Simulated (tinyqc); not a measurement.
Haynes-Shockley experiment: what a collector records, against the sweep field along the drift.

A sheet injected at x = 0, t = 0 gives at x = L the signal n(t) = N0 exp(-t/tau - (L - v t)^2/(4 D t))/sqrt(4 pi D t), D = mu Vt, v = mu F. Its peak lies at tp = [-D + sqrt(D^2 + u^2 L^2)]/u^2, u^2 = v^2 + 4 D/tau; dt is the full width at half height. Simple readings: mobility L/(F tp), diffusion coefficient (L dt/tp)^2/(16 ln 2 tp). Area v times the integral of n over N0: (v/u) exp(L (v - u)/(2 D)).

Parameters, values chosen for the exercise:

| symbol | value | unit | meaning |
|---|---|---|---|
| T | 350 | K | temperature |
| mu | 163 | cm^2/(V s) | minority-carrier mobility |
| tau | 5.7e-5 | s | lifetime |
| L | 1600 | um | distance from injector to collector |

Constants: q = 1.602176634e-19 C, kB = 1.380649e-23 J/K, Vt = kB T/q. Results are converted to the units shown.

Haynes-Shockley experiment: what a collector records, against the sweep field along the drift:
```
F (V/cm),L/v (us),tp (us),dt (us),apparent mobility (cm^2/(V s)),apparent D (cm^2/s),area,exp(-L/(v tau))
2.5,392.64,214.40,150.27,298.51,5.2889,0.0038335,0.0010196
4.3,228.28,169.18,104.50,219.93,5.2050,0.023722,0.018227
7.6,129.16,114.12,57.340,184.48,5.1068,0.10513,0.10373
13,75.507,71.754,28.385,171.53,5.0341,0.26258,0.26589
23,42.678,41.824,12.568,166.33,4.9841,0.46939,0.47296
40,24.540,24.326,5.5592,164.43,4.9554,0.64811,0.65017
69,14.226,14.168,2.4668,163.67,4.9390,0.77820,0.77913
120,8.1800,8.1634,1.0778,163.33,4.9293,0.86595,0.86631
```

What does the comparison show, and why?

True values: mu = 163 cm^2/(V s), D = 4.92 cm^2/s. The apparent mobility is 83 % above the true one in the first row and 0.20 % above it in the last, and the apparent D 7.6 % above and 0.27 % above D. The peak always comes before L/v, since spreading and decay both weigh down the later part of the signal; the shift is 45 % and 0.20 % in these rows.

Computed by the program tinyqc: `OMP_NUM_THREADS=1 python tinyqc.py 2310022 2310023 out.jsonl`, one thread of a shared Intel Xeon 2.30GHz, about 0.01 s for the whole run.
